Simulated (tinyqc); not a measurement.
CMOS latch-up, two-transistor model: two steps of the calculation.

A parasitic pnp (emitter at Vdd, base shunted by Rw) and npn (emitter at ground, base shunted by Rs) feed each other: the npn collector current flows out of the pnp base node, the pnp collector current into the npn base node. Forward-active transistors with constant gains: Icn = Isn exp(Vn/Vt), Icp = Isp (exp(Vp/Vt) - 1). A current Ii is injected into the npn base node.

Inputs (values chosen for the exercise); values close to those of bulk CMOS: temperature T = 300 K; current gain of the npn bn = 7.4; current gain of the pnp bp = 2.1; saturation current of the npn at T Isn = 6.7e-15 A; saturation current of the pnp at T Isp = 4.7e-16 A; substrate resistance shunting the npn Rs = 220 ohm; well resistance shunting the pnp Rw = 210 ohm; resistance from the pnp collector to the npn base R2 = 86 ohm; base-emitter voltage in the on state Von = 0.72 V; saturation voltage Vsat = 0.12 V; supply voltage Vdd = 3.3 V; current injected into the substrate Ii = 3.36 mA.

Constants: q = 1.602176634e-19 C, kB = 1.380649e-23 J/K, Vt = kB T/q. Results are converted to the units shown.

Problem 1. Holding current and voltage. On state with both base-emitter voltages at Von: npn base current Ib = (Von/Rs + bp Von/Rw)/(bn bp - 1), holding current Ih = (bn + 1) Ib + Von/Rs, holding voltage Vh = Vsat + Von + R2 (Ib + Von/Rs).

Find: bn bp; Ib; Ih; Vh.

Solution 1.

bn bp = 15.540
Ib = 0.72027 mA
Ih = 9.3230 mA
Vh = 1.1834 V

Vh is below Vdd = 3.3 V, so the supply can sustain a latched state.

Problem 2. The off branch. Node equations: Vp/Rw + Icp/bp = Icn and Vn/Rs + Icn/bn = Icp + Ii. Loop gain G = gn gp/[(1/Rw + gp/bp)(1/Rs + gn/bn)], gn = Icn/Vt, gp = (Icp + Isp)/Vt; the off state ends where G = 1, and Ii there is the trigger current. For each Vn: Icn, then Vp from the first equation, then Ii from the second.

```
point,Vn (V)
0,0.494
1,0.574
2,0.624
3,0.654
4,0.674
5,0.694
6,0.709
7,0.724
```

Wanted: Icn; Vp; Icp; Ii; G.

Solution 2.

```
point,Icn (mA),Vp (V),Icp (mA),Ii (mA),G
0,0.0013332,2.7998e-4,5.1178e-15,2.2456,4.3722e-14
1,0.029434,0.0061812,1.2695e-13,2.6131,1.1749e-12
2,0.20362,0.042760,1.9871e-12,2.8639,2.8023e-11
3,0.64982,0.13646,9.1692e-11,3.0605,2.3694e-9
4,1.4086,0.29580,4.3781e-8,3.2540,1.6272e-6
5,3.0532,0.63866,0.025186,3.5420,1.0738
6,5.4544,0.76816,3.7727,0.18710,12.544
7,9.7440,0.79907,12.472,-7.8641,13.977
```

Ii peaks at 3.542 mA, at Vn = 0.6939 V where G = 1; beyond it the loop feeds itself.

Numbers from tinyqc (`OMP_NUM_THREADS=1 python tinyqc.py 2670012 2670013 out.jsonl`; about 0.07 s on one thread of a shared Intel Xeon 2.30GHz).
